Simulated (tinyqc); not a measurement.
Vacuum evaporation: vapour pressure, source flux, thickness distribution, purity and step coverage: one step, computed by the program tinyqc.

Molecular flow, unit sticking of the metal, no re-evaporation. The background gas is taken as water vapour (18.015 g/mol, collision diameter 0.37 nm) at 300 K.

Question. Vapour pressure and flux. log10(p_v/Pa) = A - B/T; flux from the surface Phi = p_v/sqrt(2 pi m k_B T), m = M u. Mass loss = Phi x area x m; heat of evaporation = ln(10) R B; d ln Phi/dT = ln(10) B/T^2 - 1/(2 T).

Inputs (values chosen for the exercise, modelled on titanium, with constants for the liquid):
```
quantity                    value   unit
molar mass M                47.87  g/mol
vapour-pressure constant A  11.39      -
vapour-pressure constant B  22760      K
source temperature T         2220      K
source area                  0.44   cm^2
```

Constants: u = 1.6605390666e-27 kg; k_B = 1.380649e-23 J/K; R = 8.314462618 J/(mol K).

Give: vapour pressure p_v; flux Phi; mass loss; heat of evaporation; change of flux per kelvin.

Answer.

vapour pressure p_v = 13.732 Pa

flux Phi = 1.1099e+19 1/(cm^2 s)

mass loss = 1.3975 g/h

heat of evaporation = 435.73 kJ/mol

change of flux per kelvin = 1.0408 %/K

Holding the rate to 1 % needs the temperature to about 0.96 K.
